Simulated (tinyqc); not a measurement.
What each parameter does: k.p values derived from sp3s* tight binding at Gamma.

At Gamma the states are two-level mixtures: s-like S+ (upper) and S- (lower) from [[Esa, Vss], [Vss, Esc]], p-like P- (valence) and P+ from [[Epa, Vxx], [Vxx, Epc]], and the bare s* levels. With real k in 1/angstrom and kz = 0, the phase sums over the four bonds are g0 = 1 - (a k/4)^2/2, g1 = i a kx/4, g3 = -(a/4)^2 kx ky to second order. Each mixture is written (anion, cation) with the anion part positive. c = hbar^2/2m0. No spin-orbit coupling.

Recipe: P = (a/4)(sa pc Vsapc + sc pa Vscpa) between an s and a p state ((a/4) pc Vxapc and (a/4) pa Vpaxc for s*), Ep = P^2/c for S+ to P-; m0/m = [-(a/4)^2 sa sc Vss + sum P^2/(E(S+) - E(P))]/c; L = d0 + F, M = d0 + H1, N = dN + F + H1 with d0 = -(a/4)^2 pa pc Vxx, dN = -2 (a/4)^2 pa pc Vxy, F = sum P^2/(E(P-) - E(s)) over the four s-like states, H1 = Q^2/(E(P-) - E(P+)), Q = (a/4) Vxy (pa p'c - pc p'a); g1 = -(L + 2M)/(3c), g2 = -(L - M)/(6c), g3 = -N/(6c).

Constants: hbar^2/2m0 = 3.80998211 eV angstrom^2.

Values chosen for the exercise (near a published set for InP, fitted to gaps, whose masses and valley positions are rough; the results hold for these values, not for the real material): a = 5.869 angstrom (lattice constant); Esa = -8.609 eV (s level of the anion); Epa = 0.87 eV (p level of the anion); Esc = -1.497 eV (s level of the cation); Epc = 4.086 eV (p level of the cation); Exa = 8.279 eV (s* level of the anion); Exc = 7.046 eV (s* level of the cation); Vss = -5.378 eV (s-s); Vxx = 1.867 eV (px-px); Vxy = 4.195 eV (px-py); Vsapc = 2.229 eV (s anion, p cation); Vscpa = 5.603 eV (s cation, p anion); Vxapc = 3.485 eV (s* anion, p cation); Vpaxc = 4.473 eV (p anion, s* cation).

The recipe applied anew.

Results for these values:
```
case  EG (eV)  Ep (eV)  m (m0)     g1     g2     g3
base   1.3803   13.710  0.1180  4.706  1.544  1.917
```

What happens to each result for Esc = -1.647 eV, all else kept?

Answer: EG falls from 1.3803 to 1.2643; Ep falls from 13.710 to 13.667; m falls from 0.1180 to 0.1069; g1 rises from 4.706 to 4.997; g2 rises from 1.544 to 1.689; g3 rises from 1.917 to 2.063.

The same for each parameter in turn:
```
case              EG (eV)  Ep (eV)  m (m0)     g1     g2     g3
base               1.3803   13.710  0.1180  4.706  1.544  1.917
Vxx = 1.717 eV     1.2687   13.832  0.1056  5.148  1.694  2.110
Vscpa = 5.753 eV   1.3803   14.387  0.1118  4.866  1.624  1.997
Esa = -8.459 eV    1.4143   13.667  0.1220  4.614  1.498  1.871
Esc = -1.647 eV    1.2643   13.667  0.1069  4.997  1.689  2.063
Vsapc = 2.079 eV   1.3803   13.546  0.1200  4.663  1.523  1.896
Vxapc = 3.335 eV   1.3803   13.710  0.1180  4.702  1.542  1.915
Exc = 7.196 eV     1.3803   13.710  0.1180  4.697  1.539  1.912
```

Vxapc and Exc act through the s* states, which enter F alone and leave EG, Ep and m.

Computed by tinyqc, a small Python program: `OMP_NUM_THREADS=1 python tinyqc.py 1452198 1452199 out.jsonl` (the numbers bound the seed that draws the inputs); one thread of a shared host (Intel(R) Xeon(R) Processor @ 2.30GHz), about 0.01 s for the whole set of steps.
